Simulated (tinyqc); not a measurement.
# Worked calculation: floating body of a partially depleted SOI transistor: body voltage and kink

tinyqc, about 0.2 s, one thread, Intel Xeon 2.30GHz (shared host): `OMP_NUM_THREADS=1 python tinyqc.py 2182013 2182014 out.jsonl` Printed values are rounded.

Source at 0 V. Channel current Ic = 2 nf K Vt^2 [F(0) - F(Vd)](1 + la Vd), F(V) = ln^2(1 + exp((Vg - VT - nf V)/(2 nf Vt))), VT = VT0 - gb Vb. Saturation voltage Vs = 2 Vt sqrt(F(0)) + 3 Vt, excess Ve = (Vd - Vs + sqrt((Vd - Vs)^2 + 0.0004 V^2))/2, multiplication M1 = Ai Ve exp(-Bl/Ve). Each junction passes D(v) = J1 (exp(v/Vt) - 1) + J2 (exp(v/(2 Vt)) - 1). Bipolar current Ib = bb J1 (exp(Vb/Vt) - 1). The body settles where M1 (Ic + Ib) = D(Vb) + D(Vb - Vd) + Vb/Rb; drain current Id = (1 + M1)(Ic + Ib) - D(Vb - Vd).

Values chosen for this exercise; values of the order met in partially depleted silicon-on-insulator transistors: temperature T = 300 K; threshold at zero body voltage VT0 = 0.53 V; fall of the threshold per volt of body voltage gb = 0.27; slope factor nf = 1.36; gain factor per width K = 210 uA/(V^2 um); channel-length modulation factor la = 0.06 1/V; impact-ionisation prefactor Ai = 3.73 1/V; impact-ionisation voltage Bl = 7.2 V; diffusion saturation current of each junction J1 = 1.3e-12 uA/um; recombination saturation current of each junction J2 = 2.7e-8 uA/um; gain of the lateral bipolar transistor on the diffusion current bb = 0; resistance of a weak body tie to the source (1e9 stands for no tie, and the term is then dropped) Rb = 1e9 kohm um; gate voltage Vg = 0.81 V; drain voltage Vd = 2.5 V.

Constants: q = 1.602176634e-19 C, kB = 1.380649e-23 J/K, Vt = kB T/q. Results are converted to the units shown.

Range of the model: The multiplication law is an empirical form chosen for the exercise; self-heating and capacitive coupling to the body are left out, and the linear laws are rough once Vb passes about 0.7 V or M1 about 0.1.

## Starting value

Vb = 0.81 V.

Vb at the start = 0.81 V

## Iteration 1: new Vb

Current into the body I_in = M1 (Ic + Ib) - D(Vb - Vd), current out I_out = D(Vb) + Vb/Rb; f = ln(I_in/I_out), s = df/dVb by central differences over 1e-5 V, Vb(new) = Vb - f/s.

Ic = 22.08660 uA/um
Ve = 2.055758 V
M1 = 0.2310078
I_in = 5.102176 uA/um
I_out = 52.81528 uA/um
f = -2.337133
s = -37.97145 1/V
Vb after iteration 1 = 0.7484502 V

## Iteration 2: new Vb

As before.

Ic = 20.64062 uA/um
Ve = 2.067966 V
M1 = 0.2372341
I_in = 4.896658 uA/um
I_out = 4.920287 uA/um
f = -0.004813995
s = -37.78735 1/V
Vb after iteration 2 = 0.7483228 V

## Iteration 3: new Vb

As before.

Ic = 20.63767 uA/um
Ve = 2.067991 V
M1 = 0.2372471
I_in = 4.896228 uA/um
I_out = 4.896228 uA/um
f = -3.756813e-8
s = -37.78676 1/V
Vb after iteration 3 = 0.7483228 V

## Course of the iteration

Stop when the step is below 1e-10 V, or after 40 iterations.

Course of the iteration:

| iteration | Vb before the step (V) | step (V) |
|---|---|---|
| 1 | 0.81 | -0.0615 |
| 2 | 0.7484502 | -1.27e-4 |
| 3 | 0.7483228 | -9.94e-10 |
| 4 | 0.7483228 | 0 |

Converged in 4 iterations.

## Drain current with floating and with grounded body

converged Vb = 0.7483228 V

Id and VT at the converged Vb, Id at Vb = 0, their ratio, and the bipolar share Ib/(Ic + Ib).

VT = 0.3279528 V
Id, floating = 25.53390 uA/um
Id, grounded = 9.277843 uA/um
ratio = 2.752138
bipolar share = 0.000000 %

The body rises to 0.748 V and lowers the threshold by 202 mV.
